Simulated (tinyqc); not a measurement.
# Square-lattice Ising model by mean field, Bethe lattice, transfer matrix, exact enumeration and Monte Carlo steps, step by step

A worked calculation. Computed by tinyqc, a small Python program that keeps every step. Command: `OMP_NUM_THREADS=1 python tinyqc.py 3025570 3025571 out.jsonl ising walk`. One thread of a shared host (Intel(R) Xeon(R) Processor @ 2.30GHz), about 0.03 s of CPU time with the checks. Intermediate numbers are printed to about 7 digits and carried at full precision; extremes and crossings named in words are read from the listed rows.

H = -J sum over nearest pairs s_i s_j, s = +-1, no field, periodic boundaries; energies per site are in J. As a lattice gas or an alloy, s marks which species holds the site.

Inputs (values chosen for the exercise, for a model lattice):
```
quantity                                                                 value  unit
coupling J                                                                8.22   meV
temperature T                                                              392     K
strip width w                                                                3     -
factor on the grid 1.5, 1.85, 2.1, 2.45, 2.65, 3.1, 3.6, 4.4 of k_B T/J   1.06     -
```

Enumerated cell: 3 x 5. Monte Carlo rule: Metropolis.

Constants: k_B = 8.617333262e-05 eV/K.

## Reduced coupling

K = J/(k_B T). Onsager: k_B T_c/J = 2/ln(1 + sqrt 2); mean field: 4; Bethe lattice with z = 4: 2/ln 2.

K = 0.2433396

critical temperatures (K): exact 216.4556, Bethe 275.2349, mean field 381.5566

T lies above all three.

## Three theories of the infinite lattice

K = J/(k_B T). Mean field: m = tanh(4 K m), u = -2 m^2. Bethe: cavity field h = 3 artanh(tanh K tanh h), m = tanh(4h/3), u = -2 (tanh K + tanh^2 h)/(1 + tanh K tanh^2 h). Exact: m = [1 - sinh(2K)^(-4)]^(1/8) below T_c; u = -coth(2K) [1 + (2/pi)(2 tanh^2(2K) - 1) K1(k)], k = 2 sinh(2K)/cosh^2(2K), K1 the complete elliptic integral of the first kind. The largest root is taken.

m, mean field = 0

u, mean field = 0

cavity field h = 0

m, Bethe = 0

u, Bethe = -0.4772954

m, exact = 0

u, exact = -0.5391854

Against the exact energy mean field misses by +0.539 J and Bethe by +0.062 J. Mean field has no short-range order, so its energy is zero above its T_c.

## Transfer matrix

Strip of w sites, periodic across (for w = 2 the pair is joined by two bonds): T(s, s') = exp(K [sum_i s_i s'_i + (r(s) + r(s'))/2]), r(s) = sum_i s_i s_(i+1).

T, lower triangle (symmetric):
```
          +++       ++-       +-+       +--       -++       -+-       --+       ---
+++  4.306122
++-  1.626905  1.626905
+-+  1.626905  0.614664  1.626905
+--  1.000000  1.000000  1.000000  1.626905
-++  1.626905  0.614664  0.614664  0.377812  1.626905
-+-  1.000000  1.000000  0.377812  0.614664  1.000000  1.626905
--+  1.000000  0.377812  1.000000  0.614664  1.000000  0.614664  1.626905
---  1.000000  1.000000  1.000000  1.626905  1.000000  1.626905  1.626905  4.306122
```

## Free energy and correlation length of the strip

With the eigenvalues l1 > l2: -f/(k_B T) = ln(l1)/w per site; xi = 1/ln(l1/l2) rows.

three largest eigenvalues: 9.820159  3.674967  1.634429

-f/(k_B T) = 0.7614791

correlation length xi = 1.017405

xi/w = 0.339; for wide strips at T_c this ratio tends to 4/pi = 1.273, and T lies above T_c, where xi tends to a constant.

## Exact averages on the small cell

States of the 3 x 5 cell:
```
E (J)  |M|  count
-30     15      2
-22     13     30
-18      3     10
-18      9     10
-18     11     60
-14      1     60
-14      5     60
-14      7     90
-14      9    150
-14     11    150
-10      1    180
-10      3    330
-10      5    276
-10      7    390
-10      9    450
-6       1   1020
-6       3   1030
-6       5   1260
-6       7   1140
-6       9    300
-2       1   3150
-2       3   2850
-2       5   2220
-2       7    870
2        1   4170
2        3   3480
2        5   1590
2        7    240
6        1   2940
6        3   1590
6        5    540
10       1   1020
10       3    660
10       5     60
14       1    330
14       3     60
```

Weights count x exp(-K E); N = 15; u = <E>/N, c = K^2 (<E^2> - <E>^2)/N in k_B, Binder U = 1 - <M^4>/(3 <M^2>^2).

ln Z / N = 0.7619837

u, cell = -0.6345707

heat capacity c, cell = 0.2236732

<|m|>, cell = 0.4138747

Binder cumulant U = 0.2856017

The cell energy lies -0.095 J from the infinite lattice: periodic images add correlation. <|m|> stays finite although the infinite lattice has m = 0.

## The methods across T_c

The grid values of k_B T/J times the given factor are rounded to 3 figures before use.

Order and energy:
```
k_B T/J     T (K)  m mean field    m Bethe    m exact  <|m|> cell    u Bethe    u exact     u cell     U cell
1.59     151.6687     0.9860921  0.9812458  0.9804167   0.9753600  -1.932219  -1.930830  -1.924378  0.6605702
1.96     186.9627     0.9612168  0.9363497  0.9234334   0.9119339  -1.790309  -1.773100  -1.761845  0.6401827
2.23     212.7178     0.9317152  0.8668719  0.7331239   0.8334382  -1.602113  -1.500199  -1.577148  0.6091923
2.60     248.0118     0.8720654  0.6584668  0.0000000   0.7081922  -1.176895  -1.028294  -1.295754  0.5452891
2.81     268.0435     0.8262242  0.3686910  0.0000000   0.6424223  -0.820206  -0.903025  -1.150619  0.5027372
3.29     313.8303     0.6762772  0.0000000  0.0000000   0.5258196  -0.589849  -0.717155  -0.892519  0.4069975
3.82     364.3865     0.3607583  0.0000000  0.0000000   0.4444120  -0.511920  -0.590050  -0.706895  0.3216316
4.66     444.5134     0.0000000  0.0000000  0.0000000   0.3723182  -0.422716  -0.464395  -0.532094  0.2337981
```

At k_B T/J = 1.59 all values of m agree within 0.011. At 2.6 the exact m is 0 while Bethe gives 0.66, mean field 0.87 and the cell 0.71: neglect of fluctuations raises T_c, and a finite cell rounds the transition. U falls from 0.661 (2/3 when ordered) to 0.234 (0 for a large disordered system).

## Metropolis steps

start configuration, 5 x 5, rows and columns numbered from 1:
```
    1   2   3   4   5
1   1   1   1   1   1
2   1  -1   1   1   1
3   1   1   1  -1   1
4  -1  -1  -1   1   1
5   1   1   1   1  -1
```

Random draws:
```
step  row  column       u
1       1       2  0.7023
2       1       2  0.7182
3       2       1  0.8197
4       2       2  0.7272
5       1       3  0.3408
6       4       4  0.7665
7       2       4  0.2504
8       5       5  0.2833
9       3       1  0.3315
10      4       3  0.2770
11      3       2  0.1428
12      5       4  0.9168
13      5       3  0.6493
14      5       4  0.7778
```

h is the sum of the four neighbours. dE = 2 J s h; flip if u < p = min(1, exp(-2 K s h)).

Steps:
```
step  s before  h         p  s after
1            1  2  0.377812        1
2            1  2  0.377812        1
3            1  2  0.377812        1
4           -1  4  1.000000        1
5            1  4  0.142742        1
6            1  0  1.000000       -1
7            1  2  0.377812       -1
8           -1  4  1.000000        1
9            1  2  0.377812       -1
10          -1  0  1.000000        1
11           1  0  1.000000       -1
12           1  2  0.377812        1
13           1  4  0.142742        1
14           1  2  0.377812        1
```

configuration after the steps:
```
    1   2  3   4  5
1   1   1  1   1  1
2   1   1  1  -1  1
3  -1  -1  1  -1  1
4  -1  -1  1  -1  1
5   1   1  1   1  1
```

7 of the 14 steps changed a spin; the sum of spins went from 13 to 11.

Checks made by the program: ln Z of the cell against the trace of a power of the transfer matrix (relative difference below 1e-10).
